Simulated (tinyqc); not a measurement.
Sheet resistance of a shallow doped layer with concentration-dependent mobility and limited activation: one step, computed by the program tinyqc. Command: `OMP_NUM_THREADS=1 python tinyqc.py 3026455 3026456 out.jsonl irvin walk`. One thread of a shared host (Intel(R) Xeon(R) Processor @ 2.30GHz), about 0.01 s of CPU time with the checks.

A layer of one dopant lies in a background of the opposite type. Current flows parallel to the surface down to the junction; depletion is ignored.

Question. Active limit and depths. C(x) = C_s exp(-x^2/(2 l^2)). Temperatures in kelvin are T(C) + 273.15. Active limit C_a = prefactor x exp(-energy/(k_B T)); the junction lies where C = C_B, and the profile exceeds C_a down to x_a (zero if C_s is below C_a). Slope at the junction in nm per decade = ln(10) C/|dC/dx|.

Inputs (values chosen for the exercise, modelled on boron in silicon):

| quantity | value | unit |
|---|---|---|
| surface concentration C_s | 1.4e+19 | 1/cm^3 |
| length l | 29 | nm |
| background C_B | 5.6e+17 | 1/cm^3 |
| prefactor of the active limit | 1e+23 | 1/cm^3 |
| energy of the active limit | 0.732 | eV |
| anneal temperature T | 750 | C |

Profile: Gaussian.

Constants: k_B = 8.617333262e-05 eV/K.

Give: active limit C_a; junction depth x_j; depth x_a; abruptness at the junction.

Answer.

active limit C_a = 2.4794e+19 1/cm^3

junction depth x_j = 73.581 nm

depth x_a = 0 nm

abruptness at the junction = 26.318 nm/decade
